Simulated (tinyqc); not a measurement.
Inside a calculation. Model: resistance of a tapered via with liner, size effect and interface.

Computed by the program tinyqc: `OMP_NUM_THREADS=1 python tinyqc.py 2750016 2750017 out.jsonl`, one thread of a shared Intel Xeon 2.30GHz, about 0.01 s for the whole run. Printed values are rounded.

A round via whose diameter grows from db at the bottom as D(z) = db + 2 z/tan(ang). The fill, of diameter D - 2 tl, starts above the bottom liner (thickness fb tl) and has rho = rho0 (1 + ks lam/(D - 2 tl)); the sidewall liner conducts in parallel with it. The bottom liner and the interface are crossed over the full area pi db^2/4. Spreading in the lines above and below is left out.

Inputs (values chosen for the exercise); fill metal close to ruthenium:
- db = 26 nm (diameter at the bottom)
- hv = 39 nm (height)
- ang = 86 degrees (sidewall angle)
- rho0 = 7.93 uohm cm (bulk resistivity of the fill)
- lam = 6.78 nm (mean free path of the fill)
- ks = 1.5 (size-effect factor)
- tl = 0.6 nm (liner on the sidewall)
- fb = 0.7 (liner at the bottom over that on the sidewall)
- rl = 200 uohm cm (resistivity of the liner)
- ri = 1.3e-12 ohm cm^2 (interface resistivity at the bottom)
- Sb = 1.5e15 S/m^2 (ballistic conductance per area, about 3/(4 rho0 lam))

## Slices of the via

Slices between z0 = fb tl and hv, evaluated at their midpoints: conductance per length pi/4 [(D - 2 tl)^2/rho + (D^2 - (D - 2 tl)^2)/rl], slice resistance = slice height over that. 7 slices.

| slice | z (nm) | D (nm) | rho (uohm cm) | slice resistance (ohm) |
|---|---|---|---|---|
| 0 | 3.17571 | 26.4441 | 11.1247 | 1.21842 |
| 1 | 8.68714 | 27.2149 | 11.0301 | 1.13776 |
| 2 | 14.1986 | 27.9857 | 10.9409 | 1.06475 |
| 3 | 19.71 | 28.7565 | 10.8566 | 0.998455 |
| 4 | 25.2214 | 29.5273 | 10.7770 | 0.938084 |
| 5 | 30.7329 | 30.2981 | 10.7016 | 0.882961 |
| 6 | 36.2443 | 31.0689 | 10.6301 | 0.832500 |

## Total resistance

R_fill = sum of the slices; R_bottom = rl fb tl/(pi db^2/4); R_interface = ri/(pi db^2/4); ballistic (Sharvin) limit 1/(Sb pi (db - 2 tl)^2/4); ideal cylinder rho0 hv/(pi db^2/4).

parts (ohm): fill 7.07294, bottom liner 1.58213, interface 0.244854
R = 8.89992 ohm
shares (%): fill 79.4719, bottom liner 17.7769, interface 2.7512
ballistic limit = 1.38012 ohm
ideal cylinder = 5.82507 ohm

The fill is the largest part, and R is 1.53 times the ideal cylinder. With 2000 slices R = 8.9017 ohm.
